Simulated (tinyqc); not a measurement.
Metal gate on a two-layer dielectric stack with fixed charge and a dipole: two steps of the calculation.

Gate, layer 2, layer 1, p-type semiconductor; x runs from the gate inwards. Charges are counted in units of +q. psi is the band bending at the surface, positive towards inversion. Classical charge, Boltzmann statistics, no interface traps.

Parameters, values chosen for the exercise; band and dielectric values close to those of silicon, layer 1 close to aluminium oxide, layer 2 close to hafnium oxide:
- T = 350 K (temperature)
- Eg = 1.12 eV (band gap)
- eps_r = 11.6 (relative permittivity)
- Nv = 3.31e19 cm^-3 (valence-band density of states at T)
- chi = 4.12 eV (electron affinity)
- Na = 6.7e16 cm^-3 (acceptor density)
- pM = 4.06 eV (work function of the gate metal)
- t1 = 0.8 nm (thickness of layer 1, next to the semiconductor)
- e1 = 9.17 (relative permittivity of layer 1)
- t2 = 5.5 nm (thickness of layer 2, next to the gate)
- e2 = 21.4 (relative permittivity of layer 2)
- Q1 = 1.1e11 cm^-2 (fixed charge at the semiconductor interface)
- Q2 = 1.1e12 cm^-2 (fixed charge between the layers)
- r1 = 0 cm^-3 (uniform charge density in layer 1)
- r2 = 0 cm^-3 (uniform charge density in layer 2)
- Vd = 0 V (flat-band shift by a dipole layer between the layers)
- ps = 0.665 V (band bending psi of the working point)

Constants: q = 1.602176634e-19 C, kB = 1.380649e-23 J/K, Vt = kB T/q, eps0 = 8.8541878128e-14 F/cm where lengths are in cm. Results are converted to the units shown.

Question 1. Flat-band voltage, term by term. EOT = 3.9 (t1/e1 + t2/e2), Cox = eps0/(t1/e1 + t2/e2); phi_ms = pM - (chi + Eg - Vt ln(Nv/Na)). Vfb = phi_ms + Vd - (q/eps0) [Q1 (t1/e1 + t2/e2) + Q2 t2/e2 + r1 (t1^2/(2 e1) + t1 t2/e2) + r2 t2^2/(2 e2)]: each charge counts with its electrical distance from the gate.

Give: terms; Vfb.

Answer 1.

terms (V): phi_ms -0.99293, dipole 0.00000, Q1 -0.00685, Q2 -0.05116, r1 0.00000, r2 0.00000
Vfb = -1.0509 V

Apart from phi_ms the largest term is that of Q2, -51.2 mV; all charges and the dipole together move Vfb by -58.0 mV.

Question 2. Fields and voltage drops. Gauss: D = -Qs just inside the semiconductor; going towards the gate subtract q Q1, then q r1 t1, q Q2 and q r2 t2. Field = D/(eps0 e); the drop over a layer is its mean field times its thickness; Vg = phi_ms + Vd + psi + both drops.

Qs = -0.11852509 uC/cm^2

Find: D; field; drop over layer 2; drop over layer 1; Vg.

Answer 2.

```
place                        D (uC/cm^2)  field (MV/cm)
layer 2, gate side              -0.07534       -0.03976
layer 2, inner side             -0.07534       -0.03976
layer 1, outer side              0.10090        0.12427
layer 1, semiconductor side      0.10090        0.12427
semiconductor surface            0.11853        0.11540
```

drop over layer 2 = -0.021868 V
drop over layer 1 = 0.0099419 V
Vg = -0.33985 V

The same Vg follows from Vfb + psi - Qs/Cox. The largest field, 0.124 MV/cm in size, is at: layer 1, outer side.

tinyqc, about 0.01 s, one thread, Intel Xeon 2.30GHz (shared host): `OMP_NUM_THREADS=1 python tinyqc.py 2010071 2010072 out.jsonl`
